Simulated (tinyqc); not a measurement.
# Mobility and threshold from two currents

Inverse problem. In the linear region I = mu Cox (W/L) [(Vgs - VT) Vds - m Vds^2/2], Cox = eps0 eox/tox. Find mu and VT.

Values chosen for this exercise:
- eox = 7.6 (relative permittivity of the gate insulator)
- tox = 5.7 nm (insulator thickness)
- W = 20 um (gate width)
- L = 1 um (gate length)

Constants: eps0 = 8.8541878128e-14 F/cm where lengths are in cm. Results are converted to the units shown.

I at Vgs = 0.17 and 0.67 V, Vds = 0.05 V (uA): 158.22680  370.72730
m = 1.0103205

Solution. The slope dI/dVgs is mu Cox (W/L) Vds; the line meets zero current at VT + m Vds/2.

mu = 360 cm^2/(V s)
VT = -0.228 V

Computed by the program tinyqc: `OMP_NUM_THREADS=1 python tinyqc.py 2360103 2360104 out.jsonl`, one thread of a shared Intel Xeon 2.30GHz, about 0.05 s for the whole run.
